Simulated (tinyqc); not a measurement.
Deformation-potential model of the Delta valleys of a conduction band: sweeps and comparisons. A value that a table varies takes the place of the one given here.

Valleys with axes along x, y and z, each a pair at +k and -k. Herring-Vogt shift of a valley with unit axis a: dE = Xd tr(e) + Xu a.e.a. Non-degenerate shares n_i = exp(-dE_i/kT)/sum_j exp(-dE_j/kT). Inverse mass tensor of a valley: (1 - a a)/mt + a a/ml; the masses are taken as independent of strain.

s11 = (C11 + C12)/((C11 - C12)(C11 + 2 C12)), s12 = -C12/((C11 - C12)(C11 + 2 C12)), s44 = 1/C44; exx = s11 sxx + s12 (syy + szz) and cyclic, exy = s44 sxy/2; tension is positive. A uniaxial stress X along the unit vector n is s_ij = X n_i n_j.

Constants: kB = 8.617333262e-05 eV/K.

Inputs chosen for the exercise (near those of Si; shifted at random, so the results belong to these values and not to a real crystal):
```
symbol  value           unit  meaning
ml      0.928           m0    longitudinal mass
mt      0.193           m0    transverse mass
Xd      1.11            eV    dilation potential
Xu      9.59            eV    uniaxial potential
C11     165.5           GPa
C12     64.1            GPa
C44     80              GPa
load    uniaxial [100]        kind of stress
T       200             K     temperature
X1      0.7             GPa   size of the stress
X       0.73            GPa   stress
```

## Sweep of a uniaxial [100] stress

m_c = 1/(u.M.u) along [1-10] with M = sum_i n_i (inverse mass tensor); gain against zero stress at a fixed scattering time.

Results:
```
X (GPa)  spread (meV)  lowest edge (meV)    n x    n y    n z  m_c (m0)  gain (%)
-3.00           283.7             -233.1  1.000  0.000  0.000    0.3195     -17.9
-1.50           141.9             -116.6  0.999  0.000  0.000    0.3195     -17.9
-0.60            56.7              -46.6  0.931  0.035  0.035    0.3125     -16.1
0.00              0.0                0.0  0.333  0.333  0.333    0.2622       0.0
0.60             56.7              -10.1  0.018  0.491  0.491    0.2417       8.5
1.50            141.9              -25.3  0.000  0.500  0.500    0.2407       9.0
3.00            283.7              -50.6  0.000  0.500  0.500    0.2407       9.0
```

What does this show, and why?

Along [1-10] the gain is -17.9 % at -3.00 GPa and +9.0 % at 3.00 GPa. The slope at zero stress (from +/- 0.001 GPa), +32.8 % per GPa, carried to the ends would give -98 and +98 %; the response falls behind at both ends, as it saturates once the spread passes a few kT (kT = 17.2 meV, spread up to 284 meV).

## Gain for each load and current direction

Each load has the size X1. Gain m_c(0)/m_c - 1 in per cent from repopulation alone, m_c = 1/(u.M.u), M = sum_i n_i (inverse mass tensor); biaxial means sxx = syy.

Gain (%); + is tension, - compression:
```
load                [100]  [010]  [001]  [110]  [1-10]  [111]
uniaxial [110] (+)   23.7   23.7  -47.4   23.7    23.7    0.0
uniaxial [110] (-)  -14.3  -14.3   28.5  -14.3   -14.3    0.0
uniaxial [100] (+)   34.7  -17.4  -17.4    8.7     8.7    0.0
uniaxial [100] (-)  -67.3   33.7   33.7  -16.8   -16.8    0.0
uniaxial [111] (+)    0.0    0.0    0.0    0.0     0.0    0.0
uniaxial [111] (-)    0.0    0.0    0.0    0.0     0.0    0.0
biaxial (001) (+)    33.7   33.7  -67.3   33.7    33.7    0.0
biaxial (001) (-)   -17.4  -17.4   34.7  -17.4   -17.4    0.0
```

What can be read from the table?

The largest gain is +34.7 %, for uniaxial [100] (+) with the current along [100] and biaxial (001) (-) with the current along [001]; for a [110] channel it is +33.7 %, under biaxial (001) (+). No gain or loss appears under uniaxial [111]: the valleys stay equivalent (in real silicon shear also changes the masses, which this model leaves out).

## Temperature and repopulation

The load is fixed; m_c along [1-10] as 1/(u.M.u).

Results:
```
T (K)  kT (meV)    n x    n y    n z  m_c (m0)
50         4.31  0.000  0.500  0.500    0.2407
77         6.64  0.000  0.500  0.500    0.2407
150       12.93  0.002  0.499  0.499    0.2408
225       19.39  0.014  0.493  0.493    0.2415
300       25.85  0.033  0.483  0.483    0.2427
400       34.47  0.063  0.468  0.468    0.2445
500       43.09  0.091  0.454  0.454    0.2462
```

What can be read from the table?

The largest share falls from 0.500 at 50 K to 0.454 at 500 K (equal shares: 0.333); m_c goes from 0.2407 to 0.2462, against 0.2622 without stress. Only spread/kT enters, so the small-stress response goes as 1/T.

## What each parameter does

Spread of the valley edges, lowest edge, largest share and m_c along [1-10]. Each row changes one parameter from the base and keeps the others.

Results:
```
case             spread (meV)  lowest edge (meV)  largest share  m_c (m0)
base                    69.04             -12.31         0.4955    0.2412
ml = 1.114 m0           69.04             -12.31         0.4955    0.2439
mt = 0.154 m0           69.04             -12.31         0.4955    0.1950
Xd = 0.888 eV           69.04             -12.86         0.4955    0.2412
Xu = 7.672 eV           55.23              -9.30         0.4901    0.2418
C11 = 198.6 GPa         52.05              -7.73         0.4881    0.2421
C12 = 51.28 GPa         61.29              -8.70         0.4930    0.2415
C44 = 64 GPa            69.04             -12.31         0.4955    0.2412
X = 0.584 GPa           55.23              -9.85         0.4901    0.2418
T = 160 K               69.04             -12.31         0.4983    0.2408
```

What does this show?

The largest shifts from the base row, up to three for each result and ties (the steps differ in size, so this ranks the rows, not the parameters). spread (meV): C11 -16.99, Xu -13.81, X -13.81; unchanged at the printed digits by ml, mt, Xd, C44 and T. lowest edge (meV): C11 +4.58, C12 +3.61, Xu +3.01; unchanged at the printed digits by ml, mt, C44 and T. largest share: C11 -0.0074, Xu -0.0054, X -0.0054; unchanged at the printed digits by ml, mt, Xd and C44. m_c (m0): mt -0.0462, ml +0.0027, C11 +0.0009; unchanged at the printed digits by Xd and C44. Xd moves all valleys together, so it shifts the edge and nothing else.

tinyqc: `OMP_NUM_THREADS=1 python tinyqc.py 1080336 1080337 out.jsonl`; about 0.02 s, one thread, shared Intel(R) Xeon(R) Processor @ 2.30GHz.
